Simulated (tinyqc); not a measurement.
AlGaN/GaN HEMT with access regions, lumped model: effect of the barrier thickness.

A polarisation-induced electron sheet under a Schottky gate, in series with two ungated access regions and contacts. Drift law v = mu E/(1 + mu E/vs) under the gate. Currents in mA/mm, resistances in ohm mm. No self-heating, no channel-length modulation; fits for polarisation, barrier and offset are chosen for the exercise.

sigma = (5e13 x + 1.6e13 x^2) cm^-2, phiB = 0.84 + 1.3 x, dEc = 0.7 (1.71 x + x^2) in volts, Cb = eps0 eps_r/d, VT = phiB - dEc - q sigma/Cb, access density n0 = -Cb VT/q. Access resistance R(L, n) = L/(q mu n sqrt(1 - (I/(q n vs))^2)); Rs = Rc + R(Ls, n0), Rd = Rc + R(Ld, (1 - ft) n0). Vg' = Vg - I Rs, Vd' = Vd - I (Rs + Rd); with u = Vg' - VT, Vc = vs Lg/mu and w the smaller of Vd' and Vc [sqrt(1 + 2 u/Vc) - 1] (0 if negative), the channel gives (mu Cb/Lg)(u w - w^2/2)/(1 + w/Vc). I equals that channel current. Isat is I at Vd = 10 V, gm = dIsat/dVg, Ron the limit of Vd/I at small Vd.

Inputs (values chosen for the exercise); values close to those of AlGaN/GaN structures:

| symbol | value | unit | meaning |
|---|---|---|---|
| x | 0.28 |  | aluminium share of the barrier |
| eps_r | 9.2 |  | relative permittivity of barrier and channel |
| mu | 1300 | cm^2/(V s) | channel mobility |
| vs | 1.2e7 | cm/s | saturation velocity |
| Lg | 1 | um | gate length |
| Ls | 2 | um | source access length |
| Ld | 16 | um | drain access length |
| Rc | 0.47 | ohm mm | resistance of each contact |
| ft | 0 |  | share of the drain-access electrons removed by traps |
| Vg | 0 | V | gate voltage |

Constants: q = 1.602176634e-19 C, eps0 = 8.8541878128e-14 F/cm where lengths are in cm. Results are converted to the units shown.

Result of one run:

| VT (V) | n0 (cm^-2) | Ron (ohm mm) | Isat (mA/mm) | gm (mS/mm) |
|---|---|---|---|---|
| -5.787 | 1.337e13 | 7.761 | 1042 | 131.3 |

Which barrier thickness d gave this result: 11, 18, 22, 27 or 33 nm?

d = 22 nm.

The whole series:

| d (nm) | VT (V) | n0 (cm^-2) | Ron (ohm mm) | Isat (mA/mm) | gm (mS/mm) |
|---|---|---|---|---|---|
| 8 | -1.586 | 1.008e13 | 9.989 | 370.9 | 302.6 |
| 11 | -2.486 | 1.149e13 | 8.878 | 568.8 | 287.6 |
| 14 | -3.387 | 1.230e13 | 8.357 | 732.5 | 265.9 |
| 18 | -4.587 | 1.296e13 | 7.981 | 910.0 | 238.3 |
| 22 | -5.787 | 1.337e13 | 7.761 | 1042 | 131.3 |
| 27 | -7.287 | 1.372e13 | 7.588 | 1107 | 56.24 |
| 33 | -9.087 | 1.400e13 | 7.456 | 1147 | 32.75 |

As d goes from 8 to 33 nm, Ron falls from 9.99 to 7.46 ohm mm, Isat rises from 371 to 1150 mA/mm and gm falls from 303 to 32.8 mS/mm. VT falls from -1.59 to -9.09 V. For d = 11 to 33 nm the power passes 5 W/mm, where self-heating, left out here, lowers the current. For d = 22 to 33 nm the gated channel is not yet saturated at 10 V, because the access regions take the voltage, and gm drops.

tinyqc, about 0.02 s, one thread, Intel Xeon 2.30GHz (shared host): `OMP_NUM_THREADS=1 python tinyqc.py 2570082 2570083 out.jsonl`
